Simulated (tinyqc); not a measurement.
# Bulk transistor, scale length and short-channel effects: what changes with what

A gate, an insulator of thickness ti and a depleted layer of depth ts on a conducting body. Below threshold the potential that source and drain add obeys Laplace's equation and vanishes on the gate and at the bottom of the depleted layer. Its lowest mode decays along the channel as exp(-k y); k is the smallest positive root of the matching condition at the interface, and the scale length is Lambda = pi/k.

Inputs (values chosen for the exercise); permittivities: semiconductor close to that of indium arsenide, insulator close to that of zirconium oxide: temperature T = 350 K; relative permittivity of the semiconductor eps_r = 15.1; relative permittivity of the insulator ei = 25.4; insulator thickness ti = 11 nm; depletion depth ts = 13 nm; channel length L = 40 nm; potential of the source Vbi = 0.93 V; potential of the barrier top at threshold sT = 0.5 V; drain voltage Vds = 1 V.

Constants: q = 1.602176634e-19 C, kB = 1.380649e-23 J/K, Vt = kB T/q. Results are converted to the units shown.

Each table varies one quantity; the others keep the values above.

## A higher permittivity at fixed equivalent oxide thickness

k is the smallest positive root of f(k) = eps_r sin(k ti) cos(k ts) + ei cos(k ti) sin(k ts). Along the channel psi(y) = s + a exp(y/l) + b exp(-y/l) with psi(0) = Vbi, psi(L) = Vbi + Vds and l = 1/k = Lambda/pi; with A = Vbi - s, B = A + Vds, x = exp(-L/l): a = (B - A x) x/(1 - x^2), b = (A - B x)/(1 - x^2). The minimum is s + 2 sqrt(a b), at y = (l/2) ln(b/a). The long-channel potential follows the gate as s = sT + (Vg - VTL)/m, and the threshold VT is the gate voltage at which the minimum equals sT. Swing = m Vt ln 10/g at threshold, g = d(minimum)/ds = 1 - (b x + a)/((1 + x) sqrt(a b)). DIBL = [VT(0.05 V) - VT(Vds)]/(Vds - 0.05 V). sT and Vbi are held fixed; m = 1 + eps_r ti/(ei ts) in each row. The equivalent oxide thickness 3.9 ti/ei is held at 1.7 nm, so ti = 1.7 ei/3.9 nm.

Results:
```
ei   ti (nm)  Lambda (nm)  L/Lambda  DIBL (mV/V)  swing (mV/decade)
3.9    1.700        17.98     2.225        34.62              112.5
7.5    3.269        18.25     2.192        36.64              113.0
10     4.359        18.56     2.155        39.01              113.5
15     6.538        19.56     2.045        47.19              115.3
20     8.718        21.16     1.890        62.09              118.6
25     10.90        23.38     1.711        86.32              123.7
35     15.26        29.15     1.372        167.6              140.3
```

Estimate the missing row, ei = 5.

Computed row:
```
ei  ti (nm)  Lambda (nm)  L/Lambda  DIBL (mV/V)  swing (mV/decade)
5     2.179        18.04     2.217        35.08              112.7
```

With this row back in the table: As ei goes from 3.9 to 35, Lambda rises from 18.0 to 29.1 nm, DIBL rises from 34.6 to 168 mV/V and the swing rises from 113 to 140 mV a decade. The ratio ei/ti is the same in every row, yet the insulator grows from 1.70 to 15.3 nm, and drain fields reach the channel sideways through it. At ei = 35 L is under 1.5 Lambda, where higher modes, left out of the one-mode potential, count.

## Effect of the depletion depth

Same model as above.

Effect of the depletion depth:
```
ts (nm)  Lambda (nm)  L/Lambda  VT - VTL at Vds (mV)  DIBL (mV/V)  swing (mV/decade)
5.2            17.43     2.295                -102.7        46.08              167.4
6.5            18.54     2.157                -115.1        51.77              151.1
8.1            19.81     2.019                -131.4        59.32              139.0
10             21.25     1.882                -152.7        69.22              130.4
13             23.50     1.702                -191.8        87.46              123.7
16             25.80     1.550                -238.8        109.6              121.7
20             29.04     1.377                -315.8        146.2              123.3
```

Read the table: what changes, and by how much?

As ts goes from 5.2 to 20 nm, Lambda rises from 17.4 to 29.0 nm, DIBL rises from 46.1 to 146 mV/V and the swing goes from 167 through a minimum of 122 (at ts = 16 nm among the rows listed) to 123 mV a decade. On average Lambda goes as ts^(0.38). At ts = 20 nm L is under 1.5 Lambda, where higher modes, left out of the one-mode potential, count.

## Effect of the channel length

Same model as above.

The same in every row: Lambda (nm) = 23.50.

Effect of the channel length:
```
L (nm)  L/Lambda  VT - VTL at Vds = 0.05 V (mV)  VT - VTL at Vds (mV)  DIBL (mV/V)  swing (mV/decade)
26         1.107                         -353.7                -639.2        300.5              165.9
31         1.319                         -225.1                -402.7        187.0              143.9
37         1.575                         -137.3                -243.3        111.5              128.7
44         1.873                         -80.37                -141.2        63.98              118.7
52         2.213                         -44.97                -78.46        35.25              112.5
62         2.639                         -22.35                -38.79        17.31              108.4
74         3.149                         -9.843                -17.03        7.568              106.2
89         3.788                         -3.578                -6.182        2.741              105.0
110        4.681                        -0.8756                -1.512       0.6695              104.5
```

What does the comparison show?

From L = 26 to 110 nm, DIBL falls from 300 to 0.670 mV/V and the swing falls from 166 to 105 mV a decade (long-channel value 104). Between the last two rows the threshold shift at Vds decays with a length of 14.9 nm, against 2 Lambda/pi = 15.0 nm for a shift that goes as exp(-pi L/(2 Lambda)). DIBL first drops below 100 mV/V at L = 44 nm among the rows, L/Lambda = 1.9. For L = 26 to 31 nm L is under 1.5 Lambda, where higher modes, left out of the one-mode potential, count.

Numbers from tinyqc (`OMP_NUM_THREADS=1 python tinyqc.py 2420023 2420024 out.jsonl`; about 0.01 s on one thread of a shared Intel Xeon 2.30GHz).
